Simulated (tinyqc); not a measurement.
Disorder broadening of a semi-elliptic band in the self-consistent Born approximation: density of states across the band.

The local Green function is G = g0(z - Sigma) with z = E + i eta and g0(z) = (z - sqrt(z - 2t) sqrt(z + 2t))/(2 t^2), principal roots; the self-energy is Sigma = D G. The density of states is -Im G/pi.

Sigma is iterated to self-consistency (retarded branch, Im Sigma < 0); first Born means Sigma = D g0(z) put once into G = g0(z - Sigma); clean means Sigma = 0. Closed form: G = (z - sqrt(z^2 - 4 (t^2 + D)))/(2 (t^2 + D)) with the root that gives Im G < 0; for eta -> 0 a semi-ellipse of half-width 2 sqrt(t^2 + D).

Inputs (values chosen for the exercise):
```
symbol  value  unit                             meaning
t           1    eV                             hopping
D        0.93  eV^2  variance of the random site energy
eta      0.03    eV                     bare broadening
```

Density of states across the band:
```
E (eV)  Re Sigma (eV)  Im Sigma (eV)  DOS, self-consistent (1/eV)  DOS, first Born (1/eV)  DOS, clean (1/eV)
0                   0        -0.6622                       0.2267                  0.2015             0.3136
0.333         0.07936        -0.6574                       0.2250                  0.2018             0.3091
0.667          0.1589        -0.6427                       0.2200                  0.2025             0.2954
1              0.2381        -0.6174                       0.2113                  0.2040             0.2709
1.334          0.3174        -0.5801                       0.1985                  0.2071             0.2325
1.667          0.3962        -0.5284                       0.1809                  0.2139             0.1713
2.001          0.4746        -0.4573                       0.1565                  0.2371            0.03372
2.334          0.5512        -0.3562                       0.1219                  0.1300           0.004480
2.667          0.6181        -0.1822                      0.06237                0.007015           0.002441
3.001          0.4492       -0.01186                     0.004059                0.002915           0.001629
3.334          0.3592      -0.005846                     0.002001                0.001775           0.001193
```

The self-consistent density of states falls from 0.227 to 0.00200 1/eV. The clean band ends at 2t = 2.00 eV; at E = 2.001 eV, beyond it, the self-consistent value is 0.157 against 0.0337 clean: disorder widens the band. By ratio, first Born differs most at E = 2.667 eV, where it is 0.11 times the self-consistent value.

Range of the model: The self-consistent Born approximation misses band tails from rare fluctuations and localisation.

Program tinyqc, `OMP_NUM_THREADS=1 python tinyqc.py 2720033 2720034 out.jsonl`; Intel Xeon 2.30GHz, shared host, one thread, about 0.01 s.
